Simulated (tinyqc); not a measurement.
Worked calculation: bond unit of a tetrahedral oxide and its oxygen vacancy in tight binding. Values are carried at full precision from step to step, so a last printed digit may differ when a step is redone from the rounded ones.

Two sp3 hybrids h1, h2 at eh = (es + 3 ep)/4 point at one oxygen with orbitals s, px, py, pz; x joins the two cations, z bisects the angle phi, and th = (180 - phi)/2. With u = hbar^2/(m d^2) = 2c/d^2, c = hbar^2/2m0: Vhs = -(1.32 + sqrt3 x 1.42) u/2 and Vhp = (1.42 + sqrt3 x 2.22) u/2. <h|s> = Vhs for both; <h1|px> = Vhp cos(th), <h2|px> = -Vhp cos(th); <h|pz> = Vhp sin(th) for both; py is a lone pair. The unit holds 8 electrons. Coupling between units, which widens the levels into bands, is left out.

Constants: hbar^2/2m0 = 3.80998211 eV angstrom^2.

Inputs chosen for the exercise (near tabulated values for SiO2; not measured data):
```
symbol  value   unit      meaning
es      -14.91  eV        s level of the cation
ep      -7.47   eV        p level of the cation
eos     -34.47  eV        s level of oxygen
eop     -16.85  eV        p level of oxygen
d       1.61    angstrom  cation-oxygen distance
phi     160     degrees   bond angle at oxygen
R       2.98    angstrom  cation-cation distance across the vacancy
```

## Level and couplings

Form eh, u, Vhs, Vhp and th.

eh (hybrid level) = -9.3300 eV
u = 2.9397 eV

Vhs, Vhp (eV): -5.5553  7.7390

th = 10.0 degrees

## The matrix

Fill it in.

H (eV), lower triangle:
```
         h1       h2         s        px        py        pz
h1  -9.3300
h2        0  -9.3300
s   -5.5553  -5.5553  -34.4700
px   7.6214  -7.6214         0  -16.8500
py        0        0         0         0  -16.8500
pz   1.3439   1.3439         0         0         0  -16.8500
```

## Levels, weights and charge

Diagonalise; the four lowest levels are filled. The excess of electrons on oxygen is twice the oxygen weight of the filled levels less 6.

levels (eV): -36.7371  -24.5053  -17.1667  -16.8500  -6.7462  -1.6747

weights:
```
    level 1  level 2  level 3  level 4  level 5  level 6
h1    0.038    0.168    0.013    0.000    0.448    0.332
h2    0.038    0.168    0.013    0.000    0.448    0.332
s     0.922    0.000    0.006    0.000    0.072    0.000
px    0.000    0.665    0.000    0.000    0.000    0.335
py    0.000    0.000    0.000    1.000    0.000    0.000
pz    0.001    0.000    0.968    0.000    0.032    0.000
```

highest filled to lowest empty = 10.1038 eV
excess electrons on oxygen = 1.122

The highest filled level is the py orbital of oxygen (100 %) and the lowest empty one is 90 % cation hybrid, even under exchange of the two cations. The spacing is that of an isolated unit and exceeds the gap of the solid.

## The odd block in closed form

The combination (h1 - h2)/sqrt2 couples to px alone, with W2 = sqrt2 Vhp cos(th); W3 = (eh - eop)/2; levels (eh + eop)/2 -/+ sqrt(W2^2 + W3^2); polarity W3/sqrt(W2^2 + W3^2).

W2, W3 (eV): 10.7783  3.7600

levels of the odd block (eV): -24.5053  -1.6747

polarity = 0.3294

## The neutral oxygen vacancy

Without the oxygen the two hybrids face each other at distance R and couple by -V2, V2 = 3.22 x 2c/R^2, c = hbar^2/2m0: a bond at eh - V2 with two electrons and an antibond at eh + V2. Levels are measured from eop, the lone-pair level that stands for the top of the valence band.

Form V2 and the two levels above eop. R is a chosen distance; in real silica the neutral vacancy relaxes to about 2.5 angstrom.

V2 = 2.7630 eV

levels above eop (eV): bond 4.7570, lone hybrid 7.5200, antibond 10.2830

bond-antibond splitting = 5.5259 eV

The filled bond lies 4.76 eV above the lone pairs, so it can trap a hole; the antibond lies above the lowest empty level of the intact unit (10.10 eV). A lone hybrid, as in a dangling bond, sits at 7.52 eV.

## Checks

- Levels of the odd block against the full matrix: they agree to 1e-10 or better.

Computed by tinyqc, a small Python program: `OMP_NUM_THREADS=1 python tinyqc.py 1482199 1482200 out.jsonl` (the numbers bound the seed that draws the inputs); one thread of a shared host (Intel(R) Xeon(R) Processor @ 2.30GHz), about 0.01 s for the whole set of steps.
